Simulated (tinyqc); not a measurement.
# Hot electrons in a saturated n-channel MOSFET, lucky-electron model: effect of the channel length

Beyond pinch-off the lateral field grows as Esat cosh(y/l) over the velocity-saturated region (pseudo-two-dimensional model). Impact ionisation in this region gives the substrate current, which biases the body forward through Rsub. Currents are per width. Local-field laws: they overstate ionisation when the field peak is narrower than an energy relaxation length.

Cox = 3.9 eps0/tox, l = sqrt(3 tox xj), Esat = 2 vs/mu. Overdrive g = Vg - VT + kb Vb; Vdsat = g Esat L/(g + Esat L); Id = Cox vs (g - Vdsat); dV = Vd - Id Rd - Vdsat; Em = sqrt((dV/l)^2 + Esat^2); Isub = Id (Ai/Bi) l Em exp(-Bi/Em). Vb = Rsub Isub is solved self-consistently. Lifetime tau = (Hl/Id)(Isub/Id)^(-m); 1 year = 3.15576e7 s.

Parameters, values chosen for the exercise; values close to those of silicon n-channel devices:

| symbol | value | unit | meaning |
|---|---|---|---|
| tox | 18 | nm | oxide thickness |
| xj | 310 | nm | junction depth |
| VT | 0.6 | V | threshold |
| mu | 270 | cm^2/(V s) | effective mobility |
| vs | 9.3e6 | cm/s | saturation velocity |
| Ai | 2e6 | 1/cm | ionisation prefactor |
| Bi | 1.63 | MV/cm | ionisation field |
| Rd | 0 | ohm um | resistance of the lightly doped drain |
| Rsub | 4000 | ohm um | substrate resistance |
| kb | 0.36 |  | fall of VT per volt of forward body bias |
| m | 3.3 |  | lifetime exponent |
| Hl | 1300 | s uA/um | lifetime constant |
| Vd | 3.8 | V | drain voltage |
| Vg | 2.6 | V | gate voltage |

Constants: eps0 = 8.8541878128e-14 F/cm where lengths are in cm. Results are converted to the units shown.

Result of one run:
```
L (um)  Id (uA/um)  Em (MV/cm)  Isub (uA/um)    Isub/Id  tau (years)
2.3         39.993     0.17094     0.0078411  1.9606e-4     1.7699e6
```

What becomes of these results when the channel length L is changed from 2.3 to 0.8 um, all else the same?

Result of the changed run:
```
L (um)  Id (uA/um)  Em (MV/cm)  Isub (uA/um)    Isub/Id  tau (years)
0.8         95.020     0.19299      0.062524  6.5801e-4        13705
```

The whole series:
```
L (um)  Id (uA/um)  Em (MV/cm)  Isub (uA/um)    Isub/Id  tau (years)
0.4         150.11     0.21543       0.26577  0.0017705       330.92
0.57        120.43     0.20331       0.12814  0.0010640       2214.2
0.8         95.020     0.19299      0.062524  6.5801e-4        13705
1.1         74.514     0.18472      0.032157  4.3156e-4        70300
1.6         54.803     0.17683      0.015270  2.7864e-4     4.0494e5
2.3         39.993     0.17094     0.0078411  1.9606e-4     1.7699e6
3.2         29.681     0.16686     0.0044994  1.5159e-4     5.5733e6
```

As L goes from 0.4 to 3.2 um, Em falls from 0.215 to 0.167 MV/cm, Isub falls from 0.266 to 0.00450 uA/um and tau rises from 331 to 5.57e6 years. From the first row to the last, log10(tau) changes by 4.2: 3.5 from (Isub/Id)^(-m), which holds Em and l, and 0.70 from 1/Id. For L = 0.57 to 3.2 um tau is a far extrapolation that only says that hot carriers are no limit.

Program tinyqc, `OMP_NUM_THREADS=1 python tinyqc.py 2550099 2550100 out.jsonl`; Intel Xeon 2.30GHz, shared host, one thread, about 0.01 s.
